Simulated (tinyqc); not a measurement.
# Energy and delay of logic against supply voltage: effects of single changes

One expression serves below and above threshold: I(Vg) = Ik [ln(1 + exp((Vg - VT + dd V)/(al nf Vt)))]^al, with I_on = I(V) and I_off = I(0). Gate delay td = kd C V/I_on, clock period LD td. Per gate and cycle the switching energy is act C V^2 and the leakage energy I_off V LD td. No short-circuit current, no variation. Minima are sought above 0.09 V; below a few Vt gates no longer switch and the model has no meaning.

Values chosen for this exercise; values of the order met in logic technologies:

| symbol | value | unit | meaning |
|---|---|---|---|
| T | 300 | K | temperature |
| VT | 0.21 | V | threshold voltage at zero drain bias |
| nf | 1.42 |  | slope factor |
| dd | 0.03 |  | barrier lowering per volt of supply |
| Ik | 0.56 | uA | specific current of a gate |
| al | 1.3 |  | exponent of the current law |
| C | 2.4 | fF | load capacitance of a gate |
| kd | 1 |  | delay factor |
| LD | 40 |  | logic depth |
| act | 0.01 |  | activity factor |

Constants: q = 1.602176634e-19 C, kB = 1.380649e-23 J/K, Vt = kB T/q. Results are converted to the units shown.

Each table varies one quantity; the others keep the values above.

## Energy and delay against supply voltage

EDP = energy times td.

Energy and delay against supply voltage:

| V (V) | I_on (uA) | I_off (nA) | td (ps) | switching (aJ) | leakage (aJ) | energy (aJ) | EDP (fJ ps) |
|---|---|---|---|---|---|---|---|
| 0.24 | 0.67690 | 2.2129 | 850.94 | 1.3824 | 18.077 | 19.460 | 16.559 |
| 0.35 | 2.5356 | 2.4195 | 331.28 | 2.9400 | 11.221 | 14.161 | 4.6915 |
| 0.45 | 4.9152 | 2.6238 | 219.73 | 4.8600 | 10.378 | 15.238 | 3.3481 |
| 0.56 | 7.9366 | 2.8685 | 169.34 | 7.5264 | 10.881 | 18.407 | 3.1171 |
| 0.67 | 11.261 | 3.1358 | 142.79 | 10.774 | 12.000 | 22.774 | 3.2519 |
| 0.77 | 14.498 | 3.4002 | 127.47 | 14.230 | 13.349 | 27.578 | 3.5153 |
| 0.88 | 18.263 | 3.7166 | 115.65 | 18.586 | 15.129 | 33.715 | 3.8990 |
| 0.99 | 22.216 | 4.0622 | 106.95 | 23.522 | 17.204 | 40.727 | 4.3557 |
| 1.09 | 25.958 | 4.4039 | 100.78 | 28.514 | 19.351 | 47.865 | 4.8238 |
| 1.2 | 30.223 | 4.8128 | 95.292 | 34.560 | 22.014 | 56.574 | 5.3910 |

td falls from 851 to 95.3 ps; the energy goes from 19.5 through a minimum of 14.2 (at V = 0.35 V among the rows listed) to 56.6 aJ and the EDP goes from 16.6 through a minimum of 3.12 (at V = 0.56 V among the rows listed) to 5.39 fJ ps. The exact minima lie at V = 0.361 V for the energy and 0.556 V for the EDP. Going from 1.2 V to the energy minimum saves a factor of 4.00 in energy and costs a factor of 3.28 in delay. Below the minimum the leakage energy rises faster than the switching energy falls, because the clock period grows so steeply.

## Optimum supplies against the activity factor

Same model as above.

V_min minimises the energy and V_EDP the product of energy and td.

Optimum supplies against the activity factor:

| act | V_min (V) | energy at V_min (aJ) | leakage share (%) | clock at V_min (MHz) | V_EDP (V) | clock at V_EDP (GHz) |
|---|---|---|---|---|---|---|
| 0.002 | 0.4192 | 11.28 | 92.52 | 102.8 | 0.6678 | 0.1746 |
| 0.005 | 0.3905 | 12.45 | 85.31 | 91.90 | 0.6096 | 0.1607 |
| 0.01 | 0.3611 | 14.14 | 77.87 | 80.07 | 0.5565 | 0.1467 |
| 0.02 | 0.3277 | 16.96 | 69.60 | 65.98 | 0.5039 | 0.1313 |
| 0.05 | 0.2821 | 23.51 | 59.39 | 46.25 | 0.4448 | 0.1120 |
| 0.1 | 0.2479 | 31.82 | 53.66 | 32.33 | 0.4108 | 0.09966 |
| 0.2 | 0.2136 | 44.41 | 50.69 | 20.55 | 0.3857 | 0.09003 |
| 0.5 | 0.1643 | 69.46 | 53.36 | 9.225 | 0.3644 | 0.08144 |

Read the table: what changes, and by how much?

As act goes from 0.002 to 0.5, V_min falls from 0.419 to 0.164 V, the energy there rises from 11.3 to 69.5 aJ, the clock there falls from 103 to 9.22 MHz and V_EDP falls from 0.668 to 0.364 V. act and LD enter V_min only through the ratio act/LD.

Program tinyqc, `OMP_NUM_THREADS=1 python tinyqc.py 2082066 2082067 out.jsonl`; Intel Xeon 2.30GHz, shared host, one thread, about 0.01 s.
